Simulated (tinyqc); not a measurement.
# Changing the grain-boundary energy gamma_b

Model: capillary instabilities by surface diffusion: grooving and agglomeration of films, edge retraction, wire break-up and smoothing of roughness. Computed by tinyqc, a small Python program. Command: `OMP_NUM_THREADS=1 python tinyqc.py 3007853 3007854 out.jsonl dewet sweep`. One thread of a shared host (Intel(R) Xeon(R) Processor @ 2.30GHz), about 0.01 s of CPU time with the checks.

Isotropic surface energy; shapes change by surface diffusion alone.

Inputs (values chosen for the exercise, of the order of those of a gold film):
```
quantity                    value        unit
surface energy gamma_s       1.42       J/m^2
interface energy gamma_i      1.3       J/m^2
atomic volume Omega            17  angstrom^3
surface sites nu               15      1/nm^2
prefactor D0              1.1e-06       m^2/s
activation energy Q          0.93          eV
temperature T                 621           K
time t                       1000           s
film thickness h                5          nm
grain radius R                 13          nm
```

Grooves: at the surface and the interface.

Constants: k_B = 8.617333262e-05 eV/K; k_B = 1.380649e-23 J/K.

Method:
- B = D_s nu gamma_s Omega^2/(k_B T), D_s = D0 exp(-Q/(k_B T)).
- Groove angle beta: sin(beta) = gamma_b/(2 gamma). For circular grains of radius R with spherical caps the groove ends (measured from the mean surface) at the depth R g(beta), g = (2 - 3 cos beta + cos^3 beta)/(3 sin^3 beta). The film parts if R [g(beta_s) + g(beta_i)] > h.
- Mullins' isolated groove: depth below the flat surface d = 0.780 m (B t)^(1/4), m = tan(beta_s), width between the ridges 4.6 (B t)^(1/4); time to reach h: (h/(0.780 m))^4/B.

One run for each value:
```
grain-boundary energy gamma_b (J/m^2)  critical R/h  beta_s (degrees)  time to reach the substrate (s)
0.142                                         38.20              2.87                        1.201e+04
0.264                                         20.50              5.33                        9.927e+02
0.385                                         14.01              7.79                        2.152e+02
0.629                                          8.47             12.80                        2.835e+01
0.751                                          7.04             15.33                        1.334e+01
0.872                                          6.01             17.88                        6.961e+00
0.994                                          5.21             20.49                        3.870e+00
```

Give the missing row, grain-boundary energy gamma_b (J/m^2) = 0.507.

Computed row:
```
grain-boundary energy gamma_b (J/m^2)  critical R/h  beta_s (degrees)  time to reach the substrate (s)
0.507                                         10.58             10.28                        6.960e+01
```

Interpolating between the two neighbouring rows (the first column on a logarithmic scale, the others too where they are positive) misses most in time to reach the substrate (s), by 0.79 %. Over the rows, critical R/h falls from 38.2 to 5.21 (exponent d ln y / d ln x -1.0 between the first rows and -1.1 between the last); beta_s (degrees) rises from 2.87 to 20.5 (exponent d ln y / d ln x about 1.0 throughout); time to reach the substrate (s) falls from 12000 to 3.87 (exponent d ln y / d ln x -4.0 between the first rows and -4.5 between the last). At the low end the exponent of critical R/h is -1.00, close to -1: g is about beta/4 for small angles.

Caution (all rows): the grains are too small for the surface groove ever to reach the depth h.
